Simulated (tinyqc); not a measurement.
Admittance spectroscopy and thermally stimulated current of one trap level in a depletion layer: one step, computed by the program tinyqc. Command: `OMP_NUM_THREADS=1 python tinyqc.py 3113012 3113013 out.jsonl admit walk`. One thread of a shared host (Intel(R) Xeon(R) Processor @ 2.30GHz), about 0.01 s of CPU time with the checks.

A Schottky junction on n-type material holds one donor-like electron trap; shallow donors are fully ionised and abrupt depletion edges are assumed.

Task: Temperature of the peak. N_c = 2 (2 pi m k_B T/h^2)^(3/2), v_th = sqrt(3 k_B T/m), emission rate e_n = sigma v_th N_c exp(-E_t/(k_B T)). Where the level crosses the Fermi level capture equals emission, so the trap follows the signal with the rate 2 e_n; G/omega peaks at omega = 2 e_n (the correction for large N_t/N is left out). Solve 2 e_n(T_p) = 2 pi f.

Inputs (values chosen for the exercise, modelled on n-type germanium):
```
quantity                         value    unit
density-of-states mass m         0.548     m_0
shallow doping N               6.3e+16  1/cm^3
trap depth E_t below the band    0.206      eV
capture cross section sigma    3.1e-17    cm^2
test frequency f                700000      Hz
```

Constants: k_B = 1.380649e-23 J/K; m_0 = 9.1093837015e-31 kg; h = 6.62607015e-34 J s; k_B = 8.617333262e-05 eV/K.

Give: peak temperature T_p; N_c at T_p; e_n at T_p; E_c - E_F = k_B T_p ln(N_c/N).

Result:

peak temperature T_p = 307.5 K

N_c at T_p = 1.056e+19 1/cm^3

e_n at T_p = 2.199e+06 1/s

E_c - E_F = k_B T_p ln(N_c/N) = 0.1357 eV
